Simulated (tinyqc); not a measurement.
# Changing the oxide field F

Model: bias-temperature instability from a Gaussian distribution of capture and emission barriers. Computed by tinyqc, a small Python program. Command: `OMP_NUM_THREADS=1 python tinyqc.py 3014994 3014995 out.jsonl bti sweep`. One thread of a shared host (Intel(R) Xeon(R) Processor @ 2.30GHz), about 0.03 s of CPU time with the checks.

Each trap has a capture time tau_0 exp(E_c/(k_B T)) under stress and an emission time tau_0 exp(E_e/(k_B T)) after it. E_c is Gaussian, and E_e = E_c + d with d Gaussian and independent. A trap counts as filled once t_s exceeds its capture time and as emptied once t_r exceeds its emission time.

Inputs (values chosen for the exercise, for a model p-channel transistor):
```
quantity                                 value        unit
shift with all traps filled V_max           65          mV
mean capture barrier at zero field mu_c   1.78          eV
spread of capture barriers sigma_c        0.32          eV
lowering of mu_c per field k_F           0.047  eV/(MV/cm)
time constant tau_0                      2e-11           s
temperature T                              150           C
stress time t_s                              2           s
failure criterion                           20          mV
```

Constants: k_B = 8.617333262e-05 eV/K.

Method:
- Demarcation energies E_s = k_B T ln(t_s/tau_0), E_r = k_B T ln(t_r/tau_0); mean barrier mu = mu_c - k_F F; z = (E_s - mu)/sigma_c; Phi is the standard normal distribution.
- Temperatures in kelvin are T(C) + 273.15.
- Shift without recovery dV0 = V_max Phi(z); local time exponent n = d ln dV0/d ln t_s = (k_B T/sigma_c) exp(-z^2/2)/(sqrt(2 pi) Phi(z)); apparent activation energy n E_s.
- Solve V_max Phi(z) = criterion for t_s; the power-law extrapolation from the stress point is t_s (criterion/dV0)^(1/n); 1 year = 3.15576e7 s.

One run for each value:
```
oxide field F (MV/cm)  shift without recovery dV0 (mV)  time exponent n  log10 of the lifetime in s        z
3                                               0.8246          0.29440                      6.9070  -2.2357
5                                               1.6947          0.26458                      5.7874  -1.9419
6                                               2.3610          0.24989                      5.2276  -1.7951
7                                               3.2278          0.23537                      4.6679  -1.6482
8                                               4.3315          0.22104                      4.1081  -1.5013
9                                               5.7070          0.20691                      3.5483  -1.3544
10                                              7.3846          0.19301                      2.9885  -1.2076
```

Give the missing row, oxide field F (MV/cm) = 4.

Computed row:
```
oxide field F (MV/cm)  shift without recovery dV0 (mV)  time exponent n  log10 of the lifetime in s        z
4                                               1.1936          0.27942                      6.3472  -2.0888
```

Interpolating between the two neighbouring rows (linearly) misses most in shift without recovery dV0 (mV), by 5.5 %. Over the rows, shift without recovery dV0 (mV) rises from 0.825 to 7.38 (exponent d ln y / d ln x 1.3 between the first rows and 2.4 between the last); time exponent n falls from 0.294 to 0.193 (exponent d ln y / d ln x -0.18 between the first rows and -0.66 between the last); log10 of the lifetime in s falls from 6.91 to 2.99. The lifetime is exactly exponential in the field, 0.56 decades per MV/cm; the shift at fixed time follows the Gaussian tail and grows ever more slowly on a logarithmic scale.
